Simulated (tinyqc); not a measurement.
# Quantum point contact as a saddle point with Zeeman splitting: two studies

Potential V0 - m wx^2 x^2/2 + m wy^2 y^2/2; energies are counted from V0. Mode n = 0, 1, ... transmits T_n(E) = 1/(1 + exp(-2 pi (E - E_n)/wx)), E_n = wy (n + 1/2) +/- Ez/2 for the two spins, Ez = gs muB B, muB = q hbar/(2 m0); each spin carries q^2/h.

Values chosen for this exercise:
```
symbol  value  unit                           meaning
T         2.5     K                       temperature
wy        1.9   meV        transverse quantum hbar wy
wx        1.5   meV  curvature of the barrier hbar wx
gs        2.4                    size of the g factor
B           8     T           in-plane magnetic field
```

Constants: q = 1.602176634e-19 C, kB = 1.380649e-23 J/K, hbar = 1.054571817e-34 J s, m0 = 9.1093837015e-31 kg, Vt = kB T/q. Results are converted to the units shown.

Each table varies one quantity; the others keep the values above.

## Spin splitting of the first step

g(T) = int g(E) (-df/dE) dE = int g(mu + x kB T) dx/(4 cosh^2(x/2)), g(E) the zero-temperature value at E, g = G/(2 q^2/h).

Spin splitting of the first step:

| B (T) | Ez (meV) | g at mu = wy/2 | dg/dmu there (1/meV) |
|---|---|---|---|
| 0 | 0 | 0.5017 | 0.7399 |
| 1.8 | 0.2501 | 0.5019 | 0.7188 |
| 3.5 | 0.4862 | 0.5025 | 0.6641 |
| 5.3 | 0.7363 | 0.5036 | 0.5808 |
| 7 | 0.9724 | 0.5054 | 0.4918 |
| 8.8 | 1.223 | 0.5082 | 0.4006 |
| 10.6 | 1.473 | 0.5126 | 0.3233 |
| 12.3 | 1.709 | 0.5186 | 0.2692 |

At the middle of the first riser g stays near 1/2, while the slope falls from 0.740 to 0.269 1/meV. It keeps more than a fifth of its zero-field value, so the plateau at q^2/h is not yet flat.

## Conductance steps

Same model as above.

Conductance steps:

| mu (meV) | g at T = 0 | g(T) | dg/dmu (1/meV) |
|---|---|---|---|
| 0 | 0.08138 | 0.1225 | 0.2879 |
| 0.47 | 0.2960 | 0.2980 | 0.4296 |
| 0.95 | 0.5018 | 0.5068 | 0.4399 |
| 1.42 | 0.7115 | 0.7316 | 0.5272 |
| 1.9 | 1.000 | 1.000 | 0.5751 |
| 2.38 | 1.289 | 1.270 | 0.5317 |
| 2.85 | 1.500 | 1.500 | 0.4639 |
| 3.32 | 1.711 | 1.730 | 0.5318 |
| 3.8 | 2.000 | 2.000 | 0.5758 |
| 4.27 | 2.283 | 2.264 | 0.5337 |
| 4.75 | 2.500 | 2.500 | 0.4639 |
| 5.22 | 2.711 | 2.730 | 0.5318 |
| 5.7 | 3.000 | 3.000 | 0.5758 |
| 6.17 | 3.283 | 3.264 | 0.5337 |
| 6.65 | 3.500 | 3.500 | 0.4639 |

Read the table: what changes, and by how much?

g rises from 0.122 to 3.50. The slope is smallest, 0.430 per meV, at mu = 0.47 meV (g = 0.298) and largest, 0.576, at 5.7 meV among the rows after the first. A riser is wx/(2 pi) = 0.239 meV wide by tunnelling and kB T = 0.215 meV by heat, against the spacing wy = 1.9 meV and Ez = 1.11 meV.

Range of the model: Orbital effects of the in-plane field and interactions (such as the 0.7 feature) are left out.

Numbers from tinyqc (`OMP_NUM_THREADS=1 python tinyqc.py 2740036 2740037 out.jsonl`; about 0.07 s on one thread of a shared Intel Xeon 2.30GHz).
